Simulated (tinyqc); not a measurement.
Configuration-coordinate model of a defect: Huang-Rhys factor and luminescence line shape: one step, computed by the program tinyqc.

Ground state E_g(Q) = (1/2) omega_g^2 Q^2; excited state E_e(Q) = E_0 + (1/2) omega_e^2 (Q - dQ)^2 with E_0 = E_ZPL - (hbar omega_e - hbar omega_g)/2. Q is mass-weighted; the dipole does not depend on Q (Condon approximation).

Question. Crossing, radiative lifetime and thermal quenching. The curves cross at the root Q_c nearest dQ; the barrier is (1/2) omega_e^2 (Q_c - dQ)^2, with (1/2) omega^2 = (hbar omega)^2/(2 hbar^2/u). k_r = n_r omega^3 mu^2/(3 pi eps_0 hbar c^3) at the vertical emission energy, without local-field correction; k_nr = nu_0 exp(-barrier/k_B T) (Mott-Seitz); yield = k_r/(k_r + k_nr); T_1/2 = barrier/(k_B ln(nu_0/k_r)).

Inputs (values chosen for the exercise, for a model defect in a wide-gap host):
```
quantity                           value              unit
zero-phonon energy E_ZPL            2.06                eV
displacement dQ                     1.17  u^(1/2) angstrom
ground-state phonon hbar omega_g      19               meV
excited-state phonon hbar omega_e   18.3               meV
temperature T                         77                 K
refractive index n_r                 2.3                 -
transition dipole mu                 2.1        e angstrom
quenching prefactor nu_0           9e+11               1/s
```

Modes: different frequencies.

vertical emission energy = 2.001241 eV

Constants: hbar^2/u = 4.18015928e-03 eV angstrom^2; hbar = 6.582119569e-16 eV s; e = 1.602176634e-19 C; eps_0 = 8.8541878128e-12 F/m; hbar = 1.054571817e-34 J s; c = 299792458 m/s; k_B = 8.617333262e-05 eV/K.

Give: Q_c; classical barrier; radiative lifetime; luminescence yield; quenching temperature T_1/2.

Answer.

Q_c = 15.03 u^(1/2) angstrom

classical barrier = 7.700 eV

radiative lifetime = 3.240 ns

luminescence yield = 1

quenching temperature T_1/2 = 11200 K

The barrier is so high that this route does not halve the yield below 1000 K. Caution: the curves cross far outside the range of the harmonic model, so the barrier and T_1/2 have no quantitative meaning.
